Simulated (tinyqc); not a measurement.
Thin-film optics by transfer matrices, step by step. Values are carried at full precision from step to step, so a last printed digit may differ when a step is redone from the rounded ones.

Indices N = n + i k. Snell: N0 sin(theta) = N_j sin(theta_j), with Im(N_j cos theta_j) >= 0. Admittance y_j = N_j cos theta_j for s and N_j/cos theta_j for p. Phase delta_j = 2 pi N_j cos theta_j d_j/lambda. Layer matrix [[cos delta, -i sin delta/y], [-i y sin delta, cos delta]], multiplied from the top down to M. (B, C) = M (1, y_sub); r = (y0 B - C)/(y0 B + C), R = |r|^2, T = 4 Re y0 Re y_sub/|y0 B + C|^2, absorbed in the films 1 - R - T.

Parameters, chosen for this exercise (indices near those of resist, SiO2 on polySi; shifted at random, so the results belong to these values and not to a real crystal):
```
symbol  value                  unit     meaning
lam     633                    nm       vacuum wavelength
n0      1                               ambient index
n       (1.649, 1.474, 4.012)           n of resist, SiO2, substrate
k       (0, 0, 0.042)                   k in the same order
d       (352, 28.1)            nm       thicknesses, top first
theta   75                     degrees  angle of incidence
pol     p                               polarisation
```

## Angles, admittances and phases

Form cos theta_j, y_j and delta_j.

cos theta_j: ambient 0.2588, film 1 0.8105, film 2 0.7554, substrate 0.9706+0.0006i

y_j: ambient 3.8637, film 1 2.0346, film 2 1.9514, substrate 4.1336+0.0406i

delta_j (rad): film 1 4.6696, film 2 0.3106

## Layer matrices and their product

Form each matrix and multiply from the top down.

matrix of film 1:
```
,1,2
1,-0.0427,0.4910i
2,2.0327i,-0.0427
```

matrix of film 2:
```
,1,2
1,0.9522,-0.1566i
2,-0.5963i,0.9522
```

M:
```
,1,2
1,0.2521,0.4743i
2,1.9610i,0.2776
```

Each matrix has determinant 1, and so has M.

## Reflection and transmission

Close the stack on the substrate.

B, C: 0.2329+1.9604i  1.1476+1.9723i

r = 0.5557+0.1451i
R = 0.3299
T into the substrate = 0.6701
absorbed in the films = 0.0000

The bare substrate would reflect 0.0012.

## Ellipsometric angles

Ellipsometry: rho = tan(Psi) exp(i Delta) = -conj(r_p/r_s) with the r of the admittance formula, Delta in 0 to 360 degrees, so that a bare dielectric at small angles gives Delta = 180.

Repeat the steps for both polarisations.

r_s = -0.4728+0.2953i
r_p = 0.5557+0.1451i
Psi = 45.85 degrees
Delta = 313.37 degrees

## Checks

- R against the recursion of Airy sums from the substrate up: both 0.32985.

Computed by tinyqc, a small Python program: `OMP_NUM_THREADS=1 python tinyqc.py 1680286 1680287 out.jsonl` (the numbers bound the seed that draws the inputs); one thread of a shared host (Intel(R) Xeon(R) Processor @ 2.30GHz), about 0.01 s for the whole set of steps.
